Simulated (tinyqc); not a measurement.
What moves the results: donors on two lattice sites with valley-orbit split states. A value that a table varies takes the place of the one given here.

Each donor binds at most one electron, in any of its states. For a site s, W_s = sum over its states of g exp(E/kT), and the ionised share is 1/(1 + W_s exp(eta)), eta = (EF - Ec)/kT; n = Nc F_1/2(eta); neutrality n + NA = ND x (mean ionised share, the two sites in equal numbers); holes are neglected. Nc from N = 2 (m kB T/(4 pi c))^(3/2) with c = hbar^2/2m0, in 1/angstrom^3; times 1e24 for 1/cm^3, m = md. F_j(eta) = (1/Gamma(j + 1)) integral_0^infinity x^j dx/(1 + exp(x - eta)), which tends to exp(eta) for eta << 0.

Mobility (Caughey-Thomas form): mu = mu0 + (mu1 (T/300)^(-ga) - mu0)/(1 + ((ND + NA)/Nr)^de); rho = 1/(e n mu), e = 1.602176634e-19 C.

Constants: hbar^2/2m0 = 3.80998211 eV angstrom^2; kB = 8.617333262e-05 eV/K.

Values chosen for the exercise (near those of nitrogen in 4H-SiC; not measured data):

| symbol | value | unit | meaning |
|---|---|---|---|
| md | 0.783 | m0 | density-of-states mass of the conduction band |
| E | (62.6, 55.7, 119.1, 77.9) | meV | binding energies of h ground, h excited, k ground, k excited |
| g | (2, 4, 2, 4) |  | their degeneracies with spin |
| ND | 1.6e+16 | 1/cm^3 | donors, half on each site |
| NA | 0 | 1/cm^3 | compensating acceptors, all ionised |
| T | 250 | K |  |
| mu0 | 42 | cm^2/(V s) | mobility at heavy doping |
| mu1 | 927 | cm^2/(V s) | mobility at light doping and 300 K |
| Nr | 2e+17 | 1/cm^3 | reference doping |
| de | 0.61 |  | doping exponent |
| ga | 2.4 |  | temperature exponent |

## What the excited states change

The last columns keep only the ground state of each site (g = 2).

Results:

| T (K) | effective degeneracy, h site | eta | n (1/cm^3) | n, ground states only | ratio |
|---|---|---|---|---|---|
| 40 | 2.54 | -11.88 | 5.88e+12 | 6.62e+12 | 0.887 |
| 60 | 3.05 | -9.26 | 1.49e+14 | 1.83e+14 | 0.811 |
| 80 | 3.47 | -8.06 | 7.55e+14 | 9.78e+14 | 0.771 |
| 110 | 3.93 | -7.27 | 2.68e+15 | 3.46e+15 | 0.774 |
| 150 | 4.35 | -6.99 | 5.68e+15 | 6.63e+15 | 0.856 |
| 200 | 4.68 | -6.93 | 9.23e+15 | 9.98e+15 | 0.926 |
| 250 | 4.90 | -6.98 | 1.24e+16 | 1.31e+16 | 0.946 |
| 300 | 5.06 | -7.11 | 1.42e+16 | 1.47e+16 | 0.963 |
| 400 | 5.27 | -7.46 | 1.54e+16 | 1.57e+16 | 0.984 |
| 500 | 5.41 | -7.77 | 1.57e+16 | 1.59e+16 | 0.992 |

The effective degeneracy grows from 2.54 to 5.41. Excited states hold electrons back, so the ratio is never above 1; it is lowest, 0.771, at 80 K of those listed, and 0.963 at 300 K. At low T the excited states empty out, and at high T more donors are ionised (n is 98 % of ND - NA in the last row), so the effect is largest in between.

## Ionisation and resistivity against doping

NA = 0.

Results:

| ND (1/cm^3) | n (1/cm^3) | n/ND | mu (cm^2/(V s)) | rho (ohm cm) | rho at full ionisation |
|---|---|---|---|---|---|
| 1.0e+14 | 9.97e+13 | 0.997 | 1422 | 44.0 | 43.9 |
| 1.0e+15 | 9.74e+14 | 0.974 | 1383 | 4.63 | 4.51 |
| 1.0e+16 | 8.28e+15 | 0.828 | 1243 | 0.606 | 0.502 |
| 3.0e+16 | 2.06e+16 | 0.687 | 1102 | 0.275 | 0.189 |
| 1.0e+17 | 5.13e+16 | 0.513 | 884 | 0.138 | 0.0706 |
| 3.0e+17 | 1.09e+17 | 0.365 | 653 | 0.0873 | 0.0319 |
| 1.0e+18 | 2.33e+17 | 0.233 | 422 | 0.0635 | 0.0148 |
| 2.0e+18 | 3.49e+17 | 0.175 | 317 | 0.0564 | 0.00985 |

From 1e16 to 1e18 1/cm^3 rho falls by a factor 9.55, not 100: the mobility takes a factor 2.95 and incomplete ionisation 3.56. n/ND is below 0.9 from 1e+16 1/cm^3 on. Near 1e19 1/cm^3 and above the levels merge with the band, and already below that screening lowers the binding energy, so the last rows understate n.

## Compensation sets the slope of the freeze-out

NA = K ND. The slope energy is -d ln(n T^(-p))/d(1/kT) between 50 and 60 K, with p = 3/4 for K = 0 and p = 3/2 otherwise.

Results:

| K | n(50 K) (1/cm^3) | n(60 K) (1/cm^3) | slope energy (meV) |
|---|---|---|---|
| 0 | 4.05e+13 | 1.49e+14 | 30.03 |
| 0.0010 | 3.33e+13 | 1.41e+14 | 30.18 |
| 0.010 | 9.54e+12 | 8.79e+13 | 50.34 |
| 0.050 | 1.85e+12 | 2.45e+13 | 59.62 |
| 0.20 | 3.10e+11 | 4.21e+12 | 60.37 |
| 0.50 | 3.48e+08 | 1.47e+10 | 89.75 |

Without acceptors the slope is 30.03 meV, against half the h-site ground-state energy, 31.30; with K = 0.05 it is 59.62 meV, against the full 62.6. The full energy (less a few meV where excited levels lie within a few kT) shows where n is far below NA, since the acceptors then hold EF near the donor level: n(60 K)/NA is 8.8 for K = 0.001 and 0.031 for K = 0.05; for K = 0.001 the sample is still in or near the uncompensated regime, where p = 3/2 is the wrong power, so that slope means little. At K = 0.5 the acceptors have taken as many electrons as there are h sites, EF sits between the two levels, and the slope is 89.7 meV against their mean of 90.8.

## What moves the carrier density

All results formed anew. Each row changes one parameter from the base and keeps the others.

Results:

| case | eta | n (1/cm^3) | rho (ohm cm) |
|---|---|---|---|
| base | -6.976 | 1.235e+16 | 0.4246 |
| E = (67.6, 55.7, 119.1, 77.9) meV | -6.980 | 1.230e+16 | 0.4263 |
| md = 0.861 m0 | -7.095 | 1.264e+16 | 0.4150 |
| ND = 3.2e+16 1/cm^3 | -6.413 | 2.168e+16 | 0.2635 |
| NA = 1.6e+15 1/cm^3 | -7.089 | 1.103e+16 | 0.4806 |
| T = 280 K | -7.051 | 1.358e+16 | 0.5059 |
| Nr = 4e+17 1/cm^3 | -6.976 | 1.235e+16 | 0.3996 |

The largest shifts from the base row, up to three for each result and ties (the steps differ in size, so this ranks the rows, not the parameters). eta: ND +0.563, md -0.120, NA -0.114; unchanged at the printed digits by Nr. n (1/cm^3): ND +9.33e+15, NA -1.33e+15, T +1.23e+15; unchanged at the printed digits by Nr. rho (ohm cm): ND -0.161, T +0.0813, NA +0.0560.

Computed by tinyqc, a small Python program: `OMP_NUM_THREADS=1 python tinyqc.py 1681685 1681686 out.jsonl` (the numbers bound the seed that draws the inputs); one thread of a shared host (Intel(R) Xeon(R) Processor @ 2.30GHz), about 0.01 s for the whole set of steps.
